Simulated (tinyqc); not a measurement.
Exciton in an atomically thin sheet (Rytova-Keldysh potential): sweeps and comparisons. A value that a table varies takes the place of the one given here.

Relative motion in the plane with V(k) = -2 pi q/(k (kap + r0 k)), q = e^2/(4 pi eps0), c = hbar^2/2m0. Normalised Gaussians exp(-a_i r^2): with A = a_i + a_j, S_ij = 2 sqrt(a_i a_j)/A, T_ij = (4c/mu)(a_i a_j/A) S_ij, V_ij = -q S_ij times the integral over k from 0 to infinity of exp(-k^2/4A)/(kap + r0 k).

Converged values use 20 Gaussians with exponents 2^i/b^2, i = -11 to 8, b the larger of a0 kap/(2 mu) and sqrt(a0 r0/mu), a0 = 0.5291772 angstrom; p states use r exp(i theta) exp(-a r^2).

Constants: hbar^2/2m0 = 3.80998211 eV angstrom^2; e^2/(4 pi eps0) = 14.39964547 eV angstrom; Ry = 13.60569312 eV.

Inputs chosen for the exercise (near those of a MoSe2 monolayer; shifted at random, so the results belong to these values and not to a real crystal): r0 = 52.6 angstrom (screening length of the sheet); kaps = (1, 1.5, 2.45, 3.5, 4.5, 7, 12) (surroundings); me = 0.552 m0 (electron mass); mh = 0.574 m0 (hole mass); kap = 1 (mean dielectric constant of the surroundings); Eg = 2.144 eV (gap, in these surroundings).

## Dielectric surroundings

mu = 0.281393 m0

Converged 1s and 2s bindings; the hydrogen value is 4 Ry mu/kap^2.

Bindings (meV):

| kap | 1s | 2s | 2s line - 1s line | hydrogen 1s | 1s/2s |
|---|---|---|---|---|---|
| 1.00 | 479.2 | 235.2 | 244.0 | 15314 | 2.04 |
| 1.50 | 386.1 | 166.5 | 219.6 | 6806 | 2.32 |
| 2.45 | 283.1 | 100.4 | 182.6 | 2551 | 2.82 |
| 3.50 | 216.5 | 64.9 | 151.6 | 1250 | 3.33 |
| 4.50 | 174.8 | 46.1 | 128.7 | 756 | 3.79 |
| 7.00 | 113.0 | 23.7 | 89.3 | 313 | 4.77 |
| 12.0 | 59.0 | 9.6 | 49.4 | 106 | 6.15 |

What can be read from the table?

The 1s binding falls by a factor 8.1 where the hydrogen model gives 144; the local exponent d ln E/d ln kap moves from -0.53 to -1.21, towards -2. The ratio 1s/2s climbs from 2.0 to 6.1, towards the hydrogen value 9, as r0/kap shrinks from 52.6 to 4.4 angstrom.

## What each parameter does

1/mu = 1/me + 1/mh; converged values. Eg is held fixed when kap or r0 changes: the shrinking of the gap by stronger screening, which offsets most of the shift of the 1s line, is left out. Each row changes one parameter from the base and keeps the others.

Results:

| case | 1s binding (meV) | 2s - 1s (meV) | 2s - 2p (meV) | 1s line (eV) |
|---|---|---|---|---|
| base | 479.2 | 244.0 | 48.8 | 1.665 |
| me = 0.662 m0 | 489.7 | 246.3 | 49.6 | 1.654 |
| mh = 0.459 m0 | 465.5 | 240.8 | 47.6 | 1.678 |
| kap = 1.3 | 418.3 | 228.9 | 43.4 | 1.726 |
| r0 = 63.1 angstrom | 417.5 | 207.3 | 42.1 | 1.727 |
| Eg = 2.25 eV | 479.2 | 244.0 | 48.8 | 1.771 |

How do the results move?

The largest shifts from the base row, up to three for each result and ties (the steps differ in size, so this ranks the rows, not the parameters). 1s binding (meV): r0 -61.7, kap -60.9, mh -13.7; unchanged at the printed digits by Eg. 2s - 1s (meV): r0 -36.7, kap -15.1, mh -3.1; unchanged at the printed digits by Eg. 2s - 2p (meV): r0 -6.7, kap -5.4, mh -1.1; unchanged at the printed digits by Eg. 1s line (eV): Eg +0.106, r0 +0.062, kap +0.061.

tinyqc: `OMP_NUM_THREADS=1 python tinyqc.py 1251761 1251762 out.jsonl`; about 0.04 s, one thread, shared Intel(R) Xeon(R) Processor @ 2.30GHz.
